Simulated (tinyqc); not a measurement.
# Reverse leakage of an n+-p junction: diffusion, generation, trap-assisted and band-to-band tunnelling: leakage components against the reverse bias

One-sided abrupt junction in the depletion approximation, x from the junction (0) to W on the p side, field F = F0 (1 - x/W). Flat quasi-Fermi levels, long p side. Traps generate through SRH with both lifetimes shortened by 1 + Gamma (Hurkx enhancement, form for moderate fields); band-to-band generation is local and needs a total bending above Eg.

ni = sqrt(Nc Nv) exp(-Eg/(2 Vt)), Eg in volts; Vbi = Vt ln(Na Nd/ni^2); W = sqrt(2 eps0 eps_r (Vbi + VR)/(q Na)); F0 = 2 (Vbi + VR)/W; FG = sqrt(24 mt m0 (kB T)^3)/(q hbar); J_diff = q ni^2 sqrt(Dn/tau)(1 - exp(-VR/Vt))/Na. u = (Vbi + VR)(1 - x/W)^2, p = Na exp(-u/Vt), n = Nd exp((u - Vbi - VR)/Vt); G0 = ni^2 (1 - exp(-VR/Vt))/(tau (n + p + 2 ni cosh(Et/Vt))); Gamma = 2 sqrt(3 pi)(F/FG) exp((F/FG)^2); trap-assisted part G0 Gamma; G_bb = Ab F^2.5 exp(-Bb/F) with F in V/cm, zero unless Vbi + VR > Eg. Currents are q times the integrals over 0 to W; J_bb under 1e-8 of J is printed as 0; rows with F0/FG above 2.2, beyond the range of this Gamma, are left out.

Values chosen for this exercise; band and dielectric values those of a made-up semiconductor: temperature T = 300 K; band gap Eg = 0.968 eV; relative permittivity eps_r = 11.8; conduction-band density of states at T Nc = 2.85e19 cm^-3; valence-band density of states at T Nv = 2.26e19 cm^-3; acceptor density of the lighter side Na = 5e16 cm^-3; donor density of the heavier side Nd = 5e19 cm^-3; SRH lifetime of both carriers at zero field tau = 2e-6 s; trap level above the intrinsic level Et = 0 eV; tunnelling mass mt = 0.24 m0; electron diffusion coefficient on the lighter side Dn = 26 cm^2/s; band-to-band prefactor Ab = 2.2e14 cm^-0.5 V^-2.5 s^-1; band-to-band field constant Bb = 9.36e6 V/cm.

Constants: q = 1.602176634e-19 C, kB = 1.380649e-23 J/K, hbar = 1.054571817e-34 J s, m0 = 9.1093837015e-31 kg, Vt = kB T/q, eps0 = 8.8541878128e-14 F/cm where lengths are in cm. Results are converted to the units shown.

The same in every row: J_bb (A/cm^2) = 0.

Leakage components against the reverse bias:
```
VR (V),F0 (kV/cm),F0/FG,J_diff (A/cm^2),J_SRH (A/cm^2),J_TAT (A/cm^2),J (A/cm^2),largest part
0.2,125,0.347,4.07e-10,2.24e-8,3.17e-8,5.44e-8,trap-assisted tunnelling
0.5,143,0.394,4.07e-10,4.45e-8,7.32e-8,1.18e-7,trap-assisted tunnelling
0.8,158,0.437,4.07e-10,6.28e-8,1.16e-7,1.80e-7,trap-assisted tunnelling
1.1,172,0.475,4.07e-10,7.89e-8,1.61e-7,2.40e-7,trap-assisted tunnelling
1.4,185,0.511,4.07e-10,9.34e-8,2.07e-7,3.01e-7,trap-assisted tunnelling
1.7,197,0.544,4.07e-10,1.07e-7,2.55e-7,3.62e-7,trap-assisted tunnelling
2,208,0.576,4.07e-10,1.19e-7,3.05e-7,4.24e-7,trap-assisted tunnelling
2.3,219,0.606,4.07e-10,1.31e-7,3.56e-7,4.87e-7,trap-assisted tunnelling
2.6,229,0.634,4.07e-10,1.41e-7,4.09e-7,5.51e-7,trap-assisted tunnelling
```

J rises from 5.44e-8 to 5.51e-7 A/cm^2. Trap-assisted tunnelling leads at VR = 0.2 and in all other rows. The ratio J_TAT/J_SRH goes from 1.42 to 2.89 as F0/FG goes from 0.347 to 0.634.

Range of the model: The n+ side is degenerate, so Vbi from Boltzmann statistics is only a guide.

Computed by the program tinyqc: `OMP_NUM_THREADS=1 python tinyqc.py 2290054 2290055 out.jsonl`, one thread of a shared Intel Xeon 2.30GHz, about 0.01 s for the whole run.
